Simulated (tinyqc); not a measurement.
Koster-Slater impurity in a tight-binding band, by Green functions and by supercells: one step, computed by the program tinyqc.

One orbital per site, e(k) = -2 t sum cos(k_i) over 2 direction(s), band from -4 t to 4 t, lattice constant 1. One site has the extra energy U. Spin is left out.

Question. Scattering. T = U/(1 - U G0); phase shift delta = -arg(1 - U G0) in (-pi, pi]; host density of states -Im G0/pi; on the impurity -Im[G0/(1 - U G0)]/pi; lifetime of a band state hbar/(-2 c Im T).

Inputs (values chosen for the exercise, for a model band): impurity potential U = -5.2 eV; impurity concentration c = 0.0005 per site.

Lattice: square.

G0(E + i eta) = -0.2165703-0.5941353i 1/eV

Constants: hbar = 6.582119569e-16 eV s.

Give: T matrix; phase shift delta; host density of states; density of states on the impurity; scattering lifetime.

Answer.

T matrix = 0.069-1.680i eV

phase shift delta = 1.612 rad

host density of states = 0.1891 1/eV

density of states on the impurity = 0.01978 1/eV

scattering lifetime = 391.7 fs

The Born approximation would take Im T = U^2 Im G0 = -16.1 eV, 9.56 times the full value.
